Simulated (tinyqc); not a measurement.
## Bulk resistivity and mean free path from two films

Question. In the thick-film limit single-crystal films obey rho = rho0 (1 + 3 (1 - ps) lam/(8 d)). Find rho0, lam and the product rho0 lam.

Inputs (values chosen for the exercise):
```
symbol  value  unit                               meaning
ps          0        specular share of surface scattering
```

rho at d = 18 and 77 nm (uohm cm): [7.5242708, 6.4099594]

Answer. rho is a straight line in 1/d: the intercept is rho0 and the slope (3/8)(1 - ps) rho0 lam. Without ps only the product (1 - ps) lam could be found.

rho0 = 6.07 uohm cm
lam = 11.5 nm
rho0 lam = 69.8 uohm cm nm

Program tinyqc, `OMP_NUM_THREADS=1 python tinyqc.py 2100088 2100089 out.jsonl`; Intel Xeon 2.30GHz, shared host, one thread, about 0.01 s.
